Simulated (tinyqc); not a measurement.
## Read current of a NAND string, cells in series solved by shooting: read current against the number of cells

Cells in series, numbered from 0 at the source line (0 V) to the bit line, each followed by a gap resistance Rg. A cell with gate Vg, threshold VT, source Vs and drain Vd passes I = 2 nf K Vt^2 [F(Vs) - F(Vd)]/(1 + th max(Vg - VT, 0)), F(V) = ln^2(1 + exp((Vg - VT - nf V)/(2 nf Vt))). The selected cell has Vg = Vr, the others Vg = Vp.

For a trial current I start at 0 V and, cell by cell, solve for the drain: sqrt(F(Vd)) = sqrt(F(Vs) - I/k), k = 2 nf K Vt^2/(1 + th max(Vg - VT, 0)), Vd = [Vg - VT - 2 nf Vt ln(exp(sqrt F) - 1)]/nf, then add I Rg. The string current is the I for which the last node reaches Vbl. The apparent threshold is the Vr at which I = Is. Background: all other cells erased (VT = Ve) or all in the highest state (VT = Vh); ratio and shift are high over erased and high minus erased. The selected cell is in the middle, cell n/2.

Values chosen for this exercise; values of the order met in vertical NAND strings:
```
symbol,value,unit,meaning
T,300,K,temperature
K,14,uA/V^2,gain factor of a cell
nf,1.7,,slope factor
th,0.15,1/V,mobility reduction factor
Rg,9.2,kohm,resistance of the gap between cells
Vbl,0.3,V,bit-line voltage
Vp,6.6,V,pass voltage
Ve,-2.3,V,threshold of an erased cell
Vh,4.1,V,threshold of the highest state
Vx,2.3,V,threshold of the selected cell
Is,50,nA,sensing current
Vr,3.89,V,read voltage on the selected word line
```

Constants: q = 1.602176634e-19 C, kB = 1.380649e-23 J/K, Vt = kB T/q. Results are converted to the units shown.

Read current against the number of cells:

| n | I, others erased (uA) | I, others high (uA) | ratio | apparent VT, erased (V) | apparent VT, high (V) | background shift (mV) |
|---|---|---|---|---|---|---|
| 8 | 1.089 | 0.6729 | 0.6178 | 2.391 | 2.398 | 7.108 |
| 16 | 0.5964 | 0.3451 | 0.5786 | 2.401 | 2.415 | 14.30 |
| 32 | 0.3129 | 0.1747 | 0.5584 | 2.420 | 2.449 | 28.99 |
| 64 | 0.1604 | 0.08792 | 0.5482 | 2.459 | 2.520 | 60.84 |
| 96 | 0.1078 | 0.05874 | 0.5447 | 2.498 | 2.624 | 126.3 |

What does the table show?

With erased neighbours the current falls from 1.09 to 0.108 uA, as n^(-0.87) between the first two rows and n^(-0.98) between the last two (-1 once the series resistance rules). The ratio falls from 0.618 to 0.545 and the background shift rises from 7.11 to 126 mV.

tinyqc, about 0.3 s, one thread, Intel Xeon 2.30GHz (shared host): `OMP_NUM_THREADS=1 python tinyqc.py 2142160 2142161 out.jsonl`
